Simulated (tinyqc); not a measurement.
What each input does: propagation of a band-gap error through k.p and effective-mass formulas.

Chain, for a gap E (the reference Eg or another value), with Ep and Dso kept: 1/me = 1 + Ep (E + 2 Dso/3)/(E (E + Dso)); g* = 2 - 2 Ep Dso/(3 E (E + Dso)); g1(E) = g1 + (Ep/3)(1/E - 1/Eg), g2(E) = g2 + (Ep/6)(1/E - 1/Eg), light hole 1/(g1 + 2 g2), heavy hole 1/(g1 - 2 g2) along [100]; optical constant ei(E) = 1 + (ei - 1)(EP/(EP + E - Eg))^2, static e0(E) = ei(E) + e0 - ei.

Donor: R = Ry me/e0^2, a_B = a0 e0/me, Mott density (0.26/a_B)^3. Nc, Nv = 2 (m kT/(4 pi c))^(3/2), c = hbar^2/2m0, ni = sqrt(Nc Nv) exp(-E/2kT). Exciton: Ry mu/e0^2 with 1/mu = 1/me + g1(E). 1 angstrom^-3 = 1e24 cm^-3.

Constants: Ry = 13.60569312 eV; a0 (Bohr radius) = 0.5291772105 angstrom; kB = 8.617333262e-05 eV/K; hbar^2/2m0 = 3.80998211 eV angstrom^2.

Parameters, chosen for this exercise (reference values near those of InSb, gap at low temperature; the results hold for these values, not for the real material): Eg = 0.236 eV (gap at Gamma to the s-like level); Dso = 0.825 eV (spin-orbit splitting); Ep = 23.7 eV (Kane energy); g1 = 34.88 (Luttinger gamma1); g2 = 15.45 (gamma2); e0 = 17.08 (static dielectric constant); ei = 15.63 (optical dielectric constant); EP = 3.67 eV (mean (Penn) gap); mh = 0.41 m0 (density-of-states mass of the holes); T = 77 K (temperature); Eg2 = 0.116 eV (a wrong gap).

All at E = Eg2. Each row changes one parameter from the base and keeps the others.

Results:
```
case            me (m0)  light hole (m0)     e0  donor (meV)  exciton (meV)  log10 ni
base             0.0069           0.0074  18.09        0.286          0.193    12.805
Eg2 = 0.107 eV   0.0064           0.0068  18.17        0.262          0.177    13.074
Dso = 0.891 eV   0.0069           0.0074  18.09        0.287          0.194    12.806
Ep = 25.596 eV   0.0064           0.0071  18.09        0.265          0.181    12.780
g1 = 37.67       0.0069           0.0073  18.09        0.286          0.191    12.805
EP = 3.376 eV    0.0069           0.0074  18.18        0.283          0.191    12.805
ei = 16.88       0.0069           0.0074  18.17        0.283          0.192    12.805
mh = 0.377 m0    0.0069           0.0074  18.09        0.286          0.193    12.777
T = 70.84 K      0.0069           0.0074  18.09        0.286          0.193    12.420
```

The largest shifts from the base row, up to three for each result and ties (the steps differ in size, so this ranks the rows, not the parameters). me (m0): Ep -0.0005, Eg2 -0.0005; unchanged at the printed digits by Dso, g1, EP, ei, mh and T. light hole (m0): Eg2 -0.0006, Ep -0.0003, g1 -0.0001; unchanged at the printed digits by Dso, EP, ei, mh and T. e0: EP +0.09, ei +0.09, Eg2 +0.08; unchanged at the printed digits by Dso, Ep, g1, mh and T. donor (meV): Eg2 -0.023, Ep -0.021, EP -0.003, ei -0.003; unchanged at the printed digits by g1, mh and T. exciton (meV): Eg2 -0.016, Ep -0.012, g1 -0.002, EP -0.002, ei -0.002; unchanged at the printed digits by mh and T. log10 ni: T -0.384, Eg2 +0.270, mh -0.027; unchanged at the printed digits by g1, EP and ei.

Computed by tinyqc, a small Python program: `OMP_NUM_THREADS=1 python tinyqc.py 1851212 1851213 out.jsonl` (the numbers bound the seed that draws the inputs); one thread of a shared host (Intel(R) Xeon(R) Processor @ 2.30GHz), about 0.01 s for the whole set of steps.
